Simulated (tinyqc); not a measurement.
Exciton in an atomically thin sheet (Rytova-Keldysh potential), step by step. Values are carried at full precision from step to step, so a last printed digit may differ when a step is redone from the rounded ones.

Constants: Ry = 13.60569312 eV; a0 (Bohr radius) = 0.5291772105 angstrom; hbar^2/2m0 = 3.80998211 eV angstrom^2; e^2/(4 pi eps0) = 14.39964547 eV angstrom.

Inputs chosen for the exercise (near those of a MoS2 monolayer; not measured data): me = 0.473 m0 (electron mass); mh = 0.581 m0 (hole mass); kap = 1 (mean dielectric constant of the surroundings); Eg = 2.515 eV (gap, in these surroundings); al = (0.000791, 0.00356, 0.016, 0.0721) 1/angstrom^2 (exponents a_i); r0 = 37.9 angstrom (screening length of the sheet).

## Exciton units

1/mu = 1/me + 1/mh, Ry* = Ry mu/kap^2, a* = a0 kap/mu.

mu = 0.26073 m0
Ry* = 3547.459 meV
a* = 2.03 angstrom

## Hydrogen-like series

Binding Ry*/n^2 in three dimensions and Ry*/(n - 1/2)^2 in two; strengths relative to n = 1 go as 1/n^3 and (1/2)^3/(n - 1/2)^3. Lines at Eg less the binding.

Series:
```
n  3D binding (meV)  3D line (eV)  3D strength  2D binding (meV)  2D line (eV)  2D strength
1           3547.46       -1.0325       1.0000          14189.83      -11.6748       1.0000
2            886.86        1.6281       0.1250           1576.65        0.9384       0.0370
3            394.16        2.1208       0.0370            567.59        1.9474       0.0080
4            221.72        2.2933       0.0156            289.59        2.2254       0.0029
```

The two-dimensional value exceeds the gap: with bare Coulomb screening the model fails here, and the screening of the sheet itself is needed.

## Overlap and kinetic matrices

Relative motion in the plane with V(k) = -2 pi q/(k (kap + r0 k)), q = e^2/(4 pi eps0), c = hbar^2/2m0. Normalised Gaussians exp(-a_i r^2): with A = a_i + a_j, S_ij = 2 sqrt(a_i a_j)/A, T_ij = (4c/mu)(a_i a_j/A) S_ij, V_ij = -q S_ij times the integral over k from 0 to infinity of exp(-k^2/4A)/(kap + r0 k).

Form S and T.

S, lower triangle:
```
         1        2        3        4
1  1.00000
2  0.77135  1.00000
3  0.42374  0.77170  1.00000
4  0.20721  0.42350  0.77105  1.00000
```

T (eV), lower triangle:
```
         1        2        3        4
1  0.02312
2  0.02918  0.10404
3  0.01867  0.13135  0.46760
4  0.00948  0.08398  0.59013  2.10713
```

## Potential matrix

Evaluate the integrals numerically.

V (eV), lower triangle:
```
          1         2         3         4
1  -0.46581
2  -0.46738  -0.68004
3  -0.34606  -0.64966  -0.92456
4  -0.22113  -0.45474  -0.84867  -1.18861
```

## Levels in the small basis

Solve (T + V) u = E S u; give the two lowest levels and the ground vector with u S u = 1 and its largest component positive.

levels (eV): -0.5992  -0.2765

ground vector: 0.027  0.742  0.274  0.022

## The converged series

Converged values use 20 Gaussians with exponents 2^i/b^2, i = -11 to 8, b the larger of a0 kap/(2 mu) and sqrt(a0 r0/mu), a0 = 0.5291772 angstrom; p states use r exp(i theta) exp(-a r^2).

Levels against the two-dimensional hydrogen series Ry*/(n - 1/2)^2; eps_n is the dielectric constant that would give each level in that series.

Series:
```
state  binding (meV)  hydrogen (meV)  eps_n  Eg + E (eV)
1s             599.6         14189.8   4.86        1.915
2p             338.9          1576.6   2.16        2.176
2s             276.9          1576.6   2.39        2.238
3p             197.4           567.6   1.70        2.318
3s             169.0           567.6   1.83        2.346
```

eps_n falls from 4.86 (1s) to 1.83 (3s) towards kap = 1: larger orbits see less of the sheet. 2p is bound 62.0 meV more strongly than 2s, which pure Coulomb attraction keeps degenerate. The small basis misses the 1s binding by 0.4 meV.

## Checks

- 1s binding for r0 = 0 against 4 Ry*, meV: 1.418e+04 against 1.419e+04.
- 2p binding for r0 = 0 against 4 Ry*/9, meV: both 1577.

(tinyqc, `OMP_NUM_THREADS=1 python tinyqc.py 1281585 1281586 out.jsonl`, Intel(R) Xeon(R) Processor @ 2.30GHz, 1 thread, shared host, about 0.02 s.)
